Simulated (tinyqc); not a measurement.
# p-n diode, drift-diffusion by the Gummel loop with Scharfetter-Gummel fluxes: two studies

Abrupt junction at x = 0, p side from -Lp, n side to Ln, ohmic contacts. psi is counted from the intrinsic level; n = ni exp((psi - phin)/Vt), p = ni exp((phip - psi)/Vt). Contacts: p side psi = V - Vt ln(Na/ni), p = Na, n = ni^2/Na; n side psi = Vt ln(Nd/ni), n = Nd, p = ni^2/Nd. Constant mobilities, D = mu Vt, Boltzmann statistics, SRH recombination through a mid-gap level, U = (n p - ni^2)/(tp (n + ni) + tn (p + ni)). Current is positive from the p contact to the n contact.

Parameters, values chosen for the exercise; band and dielectric values close to those of cadmium telluride: temperature T = 300 K; band gap Eg = 1.52 eV; relative permittivity eps_r = 10; conduction-band density of states at T Nc = 7.9e17 cm^-3; valence-band density of states at T Nv = 1.78e19 cm^-3; acceptor density of the p side Na = 7.2e15 cm^-3; donor density of the n side Nd = 3.1e16 cm^-3; electron mobility mun = 800 cm^2/(V s); hole mobility mup = 74 cm^2/(V s); SRH lifetime of electrons tn = 5e-9 s; SRH lifetime of holes tp = 2e-9 s; length of the p side Lp = 1.2 um; length of the n side Ln = 1.5 um; uniform generation rate G = 0 cm^-3 s^-1.

Constants: q = 1.602176634e-19 C, kB = 1.380649e-23 J/K, Vt = kB T/q, eps0 = 8.8541878128e-14 F/cm where lengths are in cm. Results are converted to the units shown.

Each table varies one quantity; the others keep the values above.

## Current against voltage in the dark

ni = sqrt(Nc Nv) exp(-Eg/(2 Vt)), Eg in volts. Poisson and both continuity equations are solved self-consistently with Scharfetter-Gummel fluxes on a graded mesh of 500 nodes. J_scr is q times the integral of U between -xp and xn. Ideal diffusion current J_id = q ni^2 [Dn coth(wp/Le)/(Le Na) + Dp coth(wn/Lh)/(Lh Nd)] (exp(V/Vt) - 1), Le = sqrt(Dn tn), Lh = sqrt(Dp tp), wp = Lp - xp, wn = Ln - xn, with xp and xn from the depletion approximation (W = sqrt(2 eps0 eps_r (Vbi - V)(1/Na + 1/Nd)/q), xp = W Nd/(Na + Nd), xn = W Na/(Na + Nd), Vbi = Vt ln(Na Nd/ni^2)). Ideality factor = 0.004 V/(Vt ln[J(V + 0.004 V)/J(V)]). Here G = 0.

In this table G = 0 cm^-3 s^-1.

Current against voltage in the dark:

| V (V) | J (A/cm^2) | ideality factor | J_scr/J (%) | J_id (A/cm^2) | share recombining at the contacts (%) | larger minority/doping at -xp and xn |
|---|---|---|---|---|---|---|
| 0.25 | 4.78e-9 | 1.93 | 100 | 3.71e-14 | 7.23e-4 | 1.98e-16 |
| 0.36 | 4.30e-8 | 1.94 | 100 | 2.56e-12 | 0.00553 | 1.39e-14 |
| 0.46 | 3.19e-7 | 1.93 | 100 | 1.20e-10 | 0.0349 | 6.61e-13 |
| 0.57 | 2.92e-6 | 1.91 | 99.7 | 8.25e-9 | 0.261 | 4.62e-11 |
| 0.68 | 2.78e-5 | 1.86 | 98.0 | 5.67e-7 | 1.88 | 3.22e-9 |
| 0.79 | 3.00e-4 | 1.67 | 87.2 | 3.89e-5 | 11.9 | 2.23e-7 |
| 0.9 | 0.00530 | 1.29 | 50.5 | 0.00266 | 45.9 | 1.54e-5 |
| 1.01 | 0.208 | 1.07 | 14.5 | 0.182 | 78.8 | 0.00104 |
| 1.12 | 11.4 | 1.10 | 3.04 | 12.3 | 89.1 | 0.0578 |

What does the comparison show?

J rises from 4.78e-9 to 11.4 A/cm^2; the ideality factor moves up and down between 1.07 and 1.94. Recombination in the depleted layer carries over half of the current up to V = 0.9 V, where the factor is 1.29; it grows roughly as exp(V/2 Vt), so diffusion overtakes it. Where the factor is lowest (V = 1.01 V), J is 15 % above the ideal diffusion current.

## Effect of the length of the p side at fixed bias

Same model as above.

In this table V = 0.89 V.

Effect of the length of the p side at fixed bias:

| Lp (um) | J (A/cm^2) | ideality factor | J_scr/J (%) | J_id (A/cm^2) | share recombining at the contacts (%) | larger minority/doping at -xp and xn |
|---|---|---|---|---|---|---|
| 1.2 | 0.00394 | 1.32 | 54.7 | 0.00181 | 42.0 | 1.05e-5 |
| 2 | 0.00325 | 1.42 | 66.4 | 0.00110 | 27.6 | 1.06e-5 |
| 3.3 | 0.00292 | 1.49 | 73.9 | 7.64e-4 | 16.4 | 1.07e-5 |
| 5.4 | 0.00278 | 1.52 | 77.4 | 6.28e-4 | 8.16 | 1.07e-5 |
| 8.8 | 0.00275 | 1.53 | 78.5 | 5.90e-4 | 3.05 | 1.07e-5 |
| 15 | 0.00274 | 1.54 | 78.6 | 5.85e-4 | 0.791 | 1.07e-5 |
| 24 | 0.00274 | 1.54 | 78.7 | 5.85e-4 | 0.431 | 1.07e-5 |

What does the table show?

As Lp rises from 1.2 to 24, J falls from 0.00394 to 0.00274 A/cm^2, the share of the depleted layer rises from 54.7 to 78.7 % and the share lost at the contacts falls from 42.0 to 0.431 %. The exponent d ln J/d ln Lp is -0.38 between the first two rows and 0.00 between the last two. J less J_scr is 0.093 % below J_id in the last row.

Computed by the program tinyqc: `OMP_NUM_THREADS=1 python tinyqc.py 2240138 2240139 out.jsonl`, one thread of a shared Intel Xeon 2.30GHz, about 0.2 s for the whole run.
